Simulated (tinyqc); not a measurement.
From Debye to Thomas-Fermi: static screening by free carriers.

kF = (3 pi^2 n/Mv)^(1/3), EF = c kF^2/m with c = hbar^2/2m0, n in 1/angstrom^3 (1e-24 per 1/cm^3), e2 = e^2/(4 pi eps0). Thomas-Fermi: qTF^2 = 6 pi e2 n/(eps EF). Debye: qD^2 = 4 pi e2 n/(eps kB T).

F_j(eta) = (1/Gamma(j + 1)) integral_0^infinity x^j dx/(1 + exp(x - eta)), which tends to exp(eta) for eta << 0.

At finite T: qs^2 = qD^2 F_-1/2(eta)/F_1/2(eta), where n = Mv N F_1/2(eta) and N = 2 (m kB T/(4 pi c))^(3/2) with c = hbar^2/2m0, in 1/angstrom^3; times 1e24 for 1/cm^3.

Constants: hbar^2/2m0 = 3.80998211 eV angstrom^2; e^2/(4 pi eps0) = 14.39964547 eV angstrom; kB = 8.617333262e-05 eV/K.

Inputs chosen for the exercise (near those of GaAs; not measured data):
- m = 0.0677 m0 (mass of one isotropic valley)
- Mv = 1 (valleys)
- eps = 12.6 (background dielectric constant)
- T = 300 K

Screening lengths (angstrom):
```
n (1/cm^3)    eta  Debye  Thomas-Fermi  finite T
1.0e+15     -6.09   1342         158.1      1342
9.0e+15     -3.89  447.2         109.6     448.8
4.0e+16     -2.37  212.1         85.50     215.5
2.0e+17     -0.63  94.87         65.39     102.1
7.0e+17      1.01  50.71         53.07     62.86
2.0e+18      3.02  30.00         44.55     46.78
9.0e+18      8.92  14.14         34.67     34.86
3.0e+19     20.07  7.746         28.37     28.40
```

Debye is within 5 % of the finite-T length up to 4e+16 1/cm^3 of the densities listed and Thomas-Fermi from 2e+18 on. The length goes as n^-0.50 at the low end and n^-0.17 at the high end, against the limits -1/2 and -1/6. Both limits give too short a length.

Run: tinyqc, `OMP_NUM_THREADS=1 python tinyqc.py 1681957 1681958 out.jsonl`; Intel(R) Xeon(R) Processor @ 2.30GHz, one thread, shared host; about 0.01 s of CPU time with all checks.
